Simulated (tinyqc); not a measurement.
# Precursor delivery and alloy composition in metal-organic vapour-phase epitaxy, step by step

A worked calculation. Computed by tinyqc, a small Python program that keeps every step. Command: `OMP_NUM_THREADS=1 python tinyqc.py 3017212 3017213 out.jsonl movpe walk`. One thread of a shared host (Intel(R) Xeon(R) Processor @ 2.30GHz), about 0.01 s of CPU time with the checks. Intermediate numbers are printed to about 5 digits and carried at full precision; extremes and crossings named in words are read from the listed rows.

Carrier gas leaves each bubbler saturated. Group-III species cross a boundary layer and react at the surface; element 2 can also desorb. The film is (1)_(1-x) (2)_x V with a zinc-blende cell.

Inputs (values chosen for the exercise, close to those used for AlGaAs from TMAl and TMGa):
```
quantity,value,unit
source 1: a in log10(p/torr) = a - b/T,8.22,-
source 1: b,2134,K
source 1: bath temperature,19,C
source 1: carrier flow,51,sccm
source 2: a,8.07,-
source 2: b,1703,K
source 2: bath temperature,-5,C
source 2: carrier flow,34,sccm
bubbler pressure p_b,1000,torr
group-V hydride flow,43,sccm
total flow,5.7,slm
reactor pressure p,75,torr
diffusivity D0 at 273.15 K and 760 torr,0.39,cm^2/s
boundary layer delta,0.99,cm
prefactor of the surface rate k_s,1.9e+13,cm/s
energy of k_s,1.88,eV
prefactor of the loss of element 2,1e+17,layers/s
energy of the loss,3.59,eV
lattice constant a,5.655,angstrom
growth temperature T,740,C
```

Constants: k_B = 1.380649e-23 J/K; k_B = 8.617333262e-05 eV/K.

## Molar flows

Temperatures in kelvin are T(C) + 273.15. Vapour pressure p_v = 10^(a - b/T); precursor flow = carrier flow x p_v/(p_b - p_v); 1 sccm = 44.615 micromol/min; V/III = hydride flow over the sum of both; gas share x_g = F2/(F1 + F2).

vapour pressures (torr): source 1 8.2325, source 2 52.369

molar flows (micromol/min): F1 18.887, F2 83.830

V/III ratio = 18.677

gas share x_g = 0.81612

The slope of F2 with the temperature of bath 2 is b ln(10)/T^2 x p_b/(p_b - p_v) = 5.8 % per kelvin. Caution: trimethylaluminium is largely a dimer in the vapour, which would double its metal flow; it is counted as a monomer here.

## Transport to the surface

Partial pressure p_i = p F_i/(44615 x total flow in slm); density n_i = p_i/(k_B T), 1 torr = 133.322 Pa; D = D0 (T/273.15)^1.75 (760/p), h = D/delta, the same for both; k_s = prefactor x exp(-energy/(k_B T)); arrival J_i = n_i/(1/h + 1/k_s); in layers per second g_i = J_i a^2/2 (two group-III sites per a^2 on (001)).

densities (1/cm^3): n1 5.3091e+13, n2 2.3564e+14

h = 39.574 cm/s

k_s = 8451.8 cm/s

arrival rates (layers/s): g1 3.3438, g2 14.841

Growth is transport-limited.

## Composition and growth rate

Loss of element 2 is r x with r = prefactor x exp(-energy/(k_B T)). Then x = (g2 - r x)/(g1 + g2 - r x), or r x^2 - (g1 + g2 + r) x + g2 = 0, smaller root; growth rate G = g1/(1 - x) layers/s; one layer is a/2 thick, 1 angstrom/s = 0.36 um/h. Distribution coefficient = [x/(1 - x)]/[x_g/(1 - x_g)], x_g = g2/(g1 + g2).

loss rate r = 0.13868 layers/s

solid share x = 0.81497

growth rate G = 18.395 um/h

distribution coefficient = 0.99238

Desorption is negligible, so the solid copies the gas. Caution: rates above some 15 um/h are beyond usual practice, and precursor depletion would cap them. Caution: the lattice constant is held fixed as x changes, delta does not respond to the flow, both precursors share one D and k_s, and gas-phase side reactions are left out.

## Three regimes over temperature

The formulas are those given above.

Growth:
```
T (C),k_s/h,r (layers/s),x,G (um/h)
450,6.8474e-02,9.5624e-09,0.81612,0.925
500,4.2858e-01,3.9681e-07,0.81612,4.555
550,2.1320e+00,1.0472e-05,0.81612,10.833
600,8.7721e+00,1.8998e-04,0.81612,14.932
650,3.0797e+01,2.5178e-03,0.81610,16.796
700,9.4571e+01,2.5586e-02,0.81590,17.833
750,2.5910e+02,2.0728e-01,0.81441,18.491
800,6.4368e+02,1.3819e+00,0.80472,18.255
850,1.4693e+03,7.7807e+00,0.74028,14.215
```

G peaks at 750 C among these rows. Between the first rows the apparent energy is 1.54 eV, against 1.88 eV for k_s, as control is already mixed; k_s passes h between 500 and 550 C, well above which G depends weakly on T until desorption sets in.  Caution: in these rows, too, a is fixed and both precursors share one D and k_s.

Checks made by the program: balance of element 2 (relative difference below 1e-10).
